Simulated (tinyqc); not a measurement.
Electroplating on a thin resistive seed layer: kinetics, Wagner number and the terminal effect across a wafer: one step, computed by the program tinyqc.

Current enters the seed at the rim. The bath is treated as a local resistance per area (no lateral flow in the liquid), two electrons per ion, molar volume 7.11 cm^3/mol, Faraday constant F = e N_A, kinematic viscosity 0.01 cm^2/s, omega = 2 pi x rpm/60; k_B T/e is in volts.

Question. Rate, limit and resistances. Growth rate = i V_m/(2 F). Levich limit i_L = 0.62 x 2 F D^(2/3) omega^(1/2) nu^(-1/6) c. Tafel overpotential eta = (k_B T/(alpha e)) ln(i/i_0); kinetic resistance k_B T/(alpha e i); bath resistance h/kappa + plate; R_s = resistivity/t; Wagner number = kinetic resistance x kappa/R.

Inputs (values chosen for the exercise, of the order of those for copper plating from an acid sulfate bath):
```
quantity,value,unit
wafer radius R,15,cm
seed thickness t,150,nm
seed resistivity,8.7,microohm cm
bath conductivity kappa,0.03,S/cm
gap to the anode h,1.1,cm
extra resistance of a porous plate,0,ohm cm^2
exchange current density i_0,0.038,mA/cm^2
cathodic transfer coefficient alpha,0.54,-
mean current density,12,mA/cm^2
diffusivity of the metal ion,6.2e-06,cm^2/s
metal ion concentration,0.62,mol/L
rotation rate,60,rpm
temperature T,298,K
```

Constants: e = 1.602176634e-19 C; N_A = 6.02214076e+23 1/mol; k_B = 8.617333262e-05 eV/K.

Give: growth rate; limiting current i_L; overpotential; kinetic resistance; bath resistance R_b; sheet resistance R_s; Wagner number.

Answer.

growth rate = 265.28 nm/min

limiting current i_L = 135.19 mA/cm^2

overpotential = 273.68 mV

kinetic resistance = 3.9629 ohm cm^2

bath resistance R_b = 36.667 ohm cm^2

sheet resistance R_s = 0.58 ohm/square

Wagner number = 0.0079258
